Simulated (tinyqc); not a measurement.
Worked calculation: Hubbard chain of 4 sites. Computed by tinyqc, a small Python program that keeps every step. Settings: hopping = 0.9, U = 2.6, mixing = 1, iteration cap = 89. Command: `OMP_NUM_THREADS=1 python tinyqc.py 30580 30581 out.jsonl` (the two numbers bound the seeds that draw the settings). One thread of a shared host (Intel(R) Xeon(R) Processor @ 2.60GHz), about 0.2 s of CPU time with the checks. Later iterations appear only in the table of the cycle.

## Mean-field iteration 1

one-body matrix (hopping and site energies) (eV):
```
           1          2          3          4
1   0.760000  -0.900000   0.000000   0.000000
2  -0.900000  -0.660000  -0.900000   0.000000
3   0.000000  -0.900000  -0.650000  -0.900000
4   0.000000   0.000000  -0.900000   0.690000
```

U = 2.600000 eV

electrons, up and down: 2  1

mixing = 1

n(up) at the start (a guess, not normalised): 1 0.550000, 2 0.450000, 3 0.550000, 4 0.450000

n(down) at the start (a guess): 1 0.200000, 2 0.300000, 3 0.200000, 4 0.300000

H(up) = T + U n(down), H(down) = T + U n(up); fill the lowest levels; n(new) = n + mixing (n(out) - n); E = tr T (rho up + rho down) + U sum n_up n_down of the output.

levels, up (eV): -1.224193  0.202325  1.687036  2.074832

levels, down (eV): -0.575120  0.845391  2.325495  2.744235

energy = -2.345541 eV

n(up) after iteration 1: 1 0.283827, 2 0.725359, 3 0.789925, 4 0.200888

n(down) after iteration 1: 1 0.053329, 2 0.503390, 3 0.390007, 4 0.053274

## Mean-field iteration 2

As before.

levels, up (eV): -0.872939  0.202084  1.326180  2.084674

levels, down (eV): -0.134621  0.773627  1.914126  2.786868

energy = -2.461733 eV

n(up) after iteration 2: 1 0.446831, 2 0.544972, 3 0.596273, 4 0.411924

n(down) after iteration 2: 1 0.115193, 2 0.379042, 3 0.349654, 4 0.156111

## Mean-field iteration 3

As before.

levels, up (eV): -0.998378  0.233010  1.468296  2.037071

levels, down (eV): -0.430324  0.880079  2.199336  2.690910

energy = -2.515724 eV

n(up) after iteration 3: 1 0.359086, 2 0.644175, 3 0.665502, 4 0.331237

n(down) after iteration 3: 1 0.067426, 2 0.460522, 3 0.403918, 4 0.068134

## Convergence

Each step fills the lowest levels of T + U n(other spin) and sets n(new) = n + mixing (n(out) - n); stop when output and input agree to 1e-8.

Course of the cycle:
```
iteration       E (eV)  largest |n(out) - n(in)|  mean |n_up - n_down|
1          -2.34554122                  2.75e-01              0.250000
2          -2.46173277                  2.11e-01              0.250000
3          -2.51572401                  9.92e-02              0.250000
4          -2.53389262                  8.25e-02              0.250000
5          -2.54006171                  3.43e-02              0.250000
6          -2.54201453                  2.51e-02              0.250000
7          -2.54267396                  1.25e-02              0.250000
8          -2.54292515                  7.83e-03              0.250000
9          -2.54303831                  5.28e-03              0.250000
10         -2.54309711                  4.09e-03              0.250000
11         -2.54313059                  2.59e-03              0.250000
...                ...                       ...                   ...
53         -2.54318245                  1.02e-07              0.250000
54         -2.54318245                  1.00e-07              0.250000
55         -2.54318245                  6.33e-08              0.250000
56         -2.54318245                  6.21e-08              0.250000
57         -2.54318245                  3.92e-08              0.250000
58         -2.54318245                  3.85e-08              0.250000
59         -2.54318245                  2.43e-08              0.250000
60         -2.54318245                  2.39e-08              0.250000
61         -2.54318245                  1.51e-08              0.250000
62         -2.54318245                  1.48e-08              0.250000
63         -2.54318245                  9.35e-09              0.250000
```

local moments n_up - n_down: 1 0.308982, 2 0.205595, 3 0.121026, 4 0.364397

Converged in 63 iterations. Before convergence this energy mixes input and output and is not variational, so it may rise towards its limit.

## Exact diagonalisation (24 states)

Lowest levels of the sector, and the double occupancy of the lowest state.

lowest levels (eV): -2.807596  -1.869637  -1.848788  -1.355251  -1.278166  -0.896084

double occupancy per site = 0.088058

The mean-field solution above lies 0.2644 eV above the exact energy.

## The lowest level by Lanczos steps

From a random start vector (not printed): a_j = <q_j|H|q_j>, b_j = norm of the remainder after orthogonalising; the Ritz value is the lowest eigenvalue of the tridiagonal matrix of a and b so far.

Lanczos:
```
j   a_j (eV)  b_j (eV)  lowest Ritz value (eV)
1   0.501216  2.952007              0.50121623
2   1.698737  2.255764             -1.91214220
3   1.358585  2.213175             -2.51024168
4   1.908387  2.245470             -2.70866931
5   1.709661  1.615293             -2.78629542
6   1.361017  1.356123             -2.80358582
7   1.445210  2.182180             -2.80606091
8   1.674185  2.427964             -2.80704825
9   3.112384  1.657211             -2.80749301
10  1.033254  1.201345             -2.80758743
```
